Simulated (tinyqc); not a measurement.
# Transistor under a ferroelectric capacitor (negative capacitance), static model: two studies

A ferroelectric film of thickness tf lies between the gate and an inner metal at potential v, which drives an ordinary transistor. One domain, P = Q (background permittivity neglected): Vg = v + tf (2 al Q + 4 be Q^3), al = -3 sqrt(3) Ec/(4 Pr), be = 3 sqrt(3) Ec/(8 Pr^3). Gate charge Q(v) = Qi + Cp v with the channel charge Qi = Cox n Vt ln(1 + exp((v - VT)/(n Vt))). Q in uC/cm^2, E in kV/cm; 1 nm times 1 kV/cm is 1e-4 V. Domains, leakage and the switching time are left out.

Inputs (values chosen for the exercise); Pr and Ec close to those of hafnium oxide based films:
- T = 400 K (temperature)
- Pr = 11 uC/cm^2 (remanent polarisation)
- Ec = 1500 kV/cm (coercive field)
- Cox = 2.5 uF/cm^2 (capacitance of the inner oxide)
- Cp = 1.04 uF/cm^2 (overlap capacitance per gate area)
- VT = 0.34 V (threshold of the inner transistor)
- n = 1.22 (subthreshold factor of the inner transistor)
- Vg = 0.67 V (gate voltage)

Constants: q = 1.602176634e-19 C, kB = 1.380649e-23 J/K, Vt = kB T/q. Results are converted to the units shown.

Each table varies one quantity; the others keep the values above.

## Effect of the capacitance of the inner oxide

C = dQ/dv = Cox/(1 + exp(-(v - VT)/(n Vt))) + Cp; dVg/dv = 1 + C tf (2 al + 12 be Q^2); gain = dv/dVg. The largest gain is taken over -0.3 V < v < 2.5 V, tc is the thickness at which dVg/dv first touches zero, the swing is n Vt ln 10 (1 + 2 al tf Cp), v solves Vg(v) = Vg, and the last column compares Qi(v) with Qi(Vg) of the transistor without the film.

In this table tf = 5 nm.

Result of one run:
```
Cox (uF/cm^2)  tc (nm)  largest gain  swing (mV/decade)  v at Vg (V)  Qi with/without film
2.5              8.251         2.538              78.99        1.226                 2.685
```

What becomes of these results when the capacitance of the inner oxide Cox is changed from 2.5 to 2 uF/cm^2, all else the same?

Result of the changed run:
```
Cox (uF/cm^2)  tc (nm)  largest gain  swing (mV/decade)  v at Vg (V)  Qi with/without film
2                9.556         2.097              78.99        1.125                 2.380
```

The whole series:
```
Cox (uF/cm^2)  tc (nm)  largest gain  swing (mV/decade)  v at Vg (V)  Qi with/without film
1                14.10         1.550              78.99       0.9456                 1.835
1.5              11.38         1.784              78.99        1.029                 2.088
2                9.556         2.097              78.99        1.125                 2.380
2.5              8.251         2.538              78.99        1.226                 2.685
3                7.269         3.203              78.99        1.314                 2.952
3.5              6.505         4.322              78.99        1.377                 3.141
4                5.893         6.598              78.99        1.410                 3.243
4.5              5.393         13.74              78.99        1.420                 3.273
```

As Cox goes from 1 to 4.5 uF/cm^2, the largest gain rises from 1.55 to 13.7, the swing stays at 79.0 mV a decade and tc falls from 14.1 to 5.39 nm. At Cox = 5 uF/cm^2 tf is within 2 % of tc or beyond it, so those rows are left out. For Cox = 2 to 4.5 uF/cm^2 the gate charge passes 2.5 uC/cm^2, about what a silicon dioxide interlayer withstands. For Cox = 4 to 4.5 uF/cm^2 the gain relies on a single-domain state close to the fold, which domains would spoil.

## Effect of the overlap capacitance per gate area

Same model as above.

In this table tf = 5 nm.

Results:
```
Cp (uF/cm^2)  tc (nm)  largest gain  swing (mV/decade)  v at Vg (V)  Qi with/without film
0.1             11.01         1.832              95.11       0.9513                 1.852
0.3             10.26         1.951              91.68        1.008                 2.025
0.5             9.614         2.084              88.25        1.068                 2.205
0.7             9.053         2.234              84.82        1.128                 2.388
1.1             8.126         2.600              77.96        1.242                 2.733
1.3             7.739         2.825              74.53        1.291                 2.881
1.5             7.394         3.089              71.10        1.332                 3.005
```

Estimate the missing row, Cp = 0.9 uF/cm^2.

Computed row:
```
Cp (uF/cm^2)  tc (nm)  largest gain  swing (mV/decade)  v at Vg (V)  Qi with/without film
0.9             8.560         2.404              81.39        1.187                 2.567
```

With this row back in the table: As Cp goes from 0.1 to 1.5 uF/cm^2, the largest gain rises from 1.83 to 3.09, the swing falls from 95.1 to 71.1 mV a decade and tc falls from 11.0 to 7.39 nm. For Cp = 0.7 to 1.5 uF/cm^2 the gate charge passes 2.5 uC/cm^2, about what a silicon dioxide interlayer withstands.

tinyqc, about 0.02 s, one thread, Intel Xeon 2.30GHz (shared host): `OMP_NUM_THREADS=1 python tinyqc.py 2860125 2860126 out.jsonl`
